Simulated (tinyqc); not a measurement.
# Inputs raised by 2 %, one at a time

Model: growth of a silicide layer between metal and silicon: linear-parabolic kinetics, ramp anneals and Kissinger analysis. Computed by tinyqc, a small Python program. Command: `OMP_NUM_THREADS=1 python tinyqc.py 3013738 3013739 out.jsonl silicide sens`. One thread of a shared host (Intel(R) Xeon(R) Processor @ 2.30GHz), about 0.09 s of CPU time with the checks.

One compound layer of thickness x grows by diffusion through itself and reaction at an interface, dx/dt = 1/(2x/K + 1/v), until the metal is used up at x = a h.

Inputs (values chosen for the exercise, modelled on Ni2Si):
```
quantity                                 value    unit
metal thickness h                           36      nm
silicide formed per metal thickness a     1.47       -
prefactor of the parabolic constant K  5.4e+14  nm^2/s
activation energy E of K                  1.57      eV
prefactor of the interface velocity v  3.3e+15    nm/s
activation energy E_v                     1.73      eV
temperature T                              280       C
time t                                     100       s
```

Constants: k_B = 8.617333262e-05 eV/K.

Method:
- The silicide ends at the thickness a h.
- K = K0 exp(-E/(k_B T)), v = v0 exp(-E_v/(k_B T)).
- Temperatures in kelvin are T(C) + 273.15.
- x^2/K + x/v = t, so x = (K/(2v)) [sqrt(1 + 4 v^2 t/K) - 1], capped at a h; completion time t_c = (a h)^2/K + a h/v, a h being the final thickness; crossover thickness K/v.

Runs:
```
input moved                                        from         to  completion time (s)  thickness at time t (nm)  crossover thickness (nm)
base run                                              -          -               1137.9                    14.189                    4.6951
metal thickness h (nm)                               36      36.72               1182.0                    14.189                    4.6951
prefactor of the parabolic constant K (nm^2/s)  5.4e+14  5.508e+14               1117.4                    14.310                    4.7890
activation energy E of K (eV)                      1.57     1.6014               2112.4                    10.623                    2.4297
prefactor of the interface velocity v (nm/s)    3.3e+15  3.366e+15               1136.1                    14.228                    4.6031
activation energy E_v (eV)                         1.73     1.7646               1236.8                    12.221                    9.7027
time t (s)                                          100        102               1137.9                    14.350                    4.6951
```

Exponents ln(y'/y) / ln(x'/x):
```
input                                  completion time  thickness at time t  crossover thickness
metal thickness h                                1.919                0.000                0.000
prefactor of the parabolic constant K           -0.918                0.429                1.000
activation energy E of K                        31.240              -14.616              -33.265
prefactor of the interface velocity v           -0.081                0.141               -1.000
activation energy E_v                            4.209               -7.538               36.655
time t                                           0.000                0.571                0.000
```

Which inputs matter most for each result?

Among the inputs moved here: completion time answers most in size to activation energy E of K (exponent +31.240), next to activation energy E_v (+4.209); its exponent is below 0.0005 for time t. Thickness at time t answers most in size to activation energy E of K (exponent -14.616), next to activation energy E_v (-7.538); its exponent is below 0.0005 for metal thickness h. Crossover thickness answers most in size to activation energy E_v (exponent +36.655), next to activation energy E of K (-33.265); its exponent is below 0.0005 for metal thickness h, time t.

Extremes, crossings and ranges named in words are read from the listed rows.
